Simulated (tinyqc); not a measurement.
Changing the zero-phonon energy E_ZPL: configuration-coordinate model of a defect: Huang-Rhys factor and luminescence line shape. Computed by tinyqc, a small Python program. Command: `OMP_NUM_THREADS=1 python tinyqc.py 3005734 3005735 out.jsonl ccline sweep`. One thread of a shared host (Intel(R) Xeon(R) Processor @ 2.30GHz), about 0.04 s of CPU time with the checks.

Ground state E_g(Q) = (1/2) omega_g^2 Q^2; excited state E_e(Q) = E_0 + (1/2) omega_e^2 (Q - dQ)^2 with omega_e = omega_g and E_0 = E_ZPL. Q is mass-weighted; the dipole does not depend on Q (Condon approximation).

Inputs (values chosen for the exercise, for a model defect in a wide-gap host): displacement dQ = 0.324 u^(1/2) angstrom; ground-state phonon hbar omega_g = 58.2 meV; temperature T = 77 K; refractive index n_r = 2.27; transition dipole mu = 0.95 e angstrom; quenching prefactor nu_0 = 3e+12 1/s.

Modes: equal frequencies in both states.

Constants: hbar^2/u = 4.18015928e-03 eV angstrom^2; hbar = 6.582119569e-16 eV s; e = 1.602176634e-19 C; eps_0 = 8.8541878128e-12 F/m; hbar = 1.054571817e-34 J s; c = 299792458 m/s; k_B = 8.617333262e-05 eV/K.

Method. S = hbar omega dQ^2/(2 hbar^2/u) for each state; relaxation energy S hbar omega; absorption at E_0 + S_e hbar omega_e, emission at E_0 - S_g hbar omega_g; the Stokes shift is their difference. The curves cross at the root Q_c nearest dQ; the barrier is (1/2) omega_e^2 (Q_c - dQ)^2, with (1/2) omega^2 = (hbar omega)^2/(2 hbar^2/u). k_r = n_r omega^3 mu^2/(3 pi eps_0 hbar c^3) at the vertical emission energy, without local-field correction; k_nr = nu_0 exp(-barrier/k_B T) (Mott-Seitz); yield = k_r/(k_r + k_nr); T_1/2 = barrier/(k_B ln(nu_0/k_r)).

One run for each value; columns: (1) zero-phonon energy E_ZPL (eV); (2) radiative lifetime (ns); (3) classical barrier (eV); (4) quenching temperature T_1/2 (K); (5) vertical emission energy (eV):
```
(1)      (2)     (3)    (4)     (5)
0.92  190.31   4.526   3962  0.8775
1.18   87.37   7.605   7074  1.1375
1.45   46.12  11.644  11415  1.4075
1.71   27.73  16.343  16741  1.6675
1.97   17.96  21.837  23261  1.9275
2.23   12.28  28.126  31041  2.1875
2.50    8.66  35.498  40523  2.4575
2.76    6.41  43.407  51067  2.7175
```

Over the rows, radiative lifetime (ns) falls from 190 to 6.41 (exponent d ln y / d ln x about -3.1 throughout); classical barrier (eV) rises from 4.53 to 43.4 (exponent d ln y / d ln x about 2.1 throughout); quenching temperature T_1/2 (K) rises from 3960 to 51100 (exponent d ln y / d ln x about 2.3 throughout). A smaller transition energy lengthens the radiative lifetime through E^3 and lowers the barrier, both of which favour non-radiative decay.

Caution (all rows): the curves cross far outside the range of the harmonic model, so the barrier and T_1/2 have no quantitative meaning.

Extremes, crossings and ranges named in words are read from the listed rows.
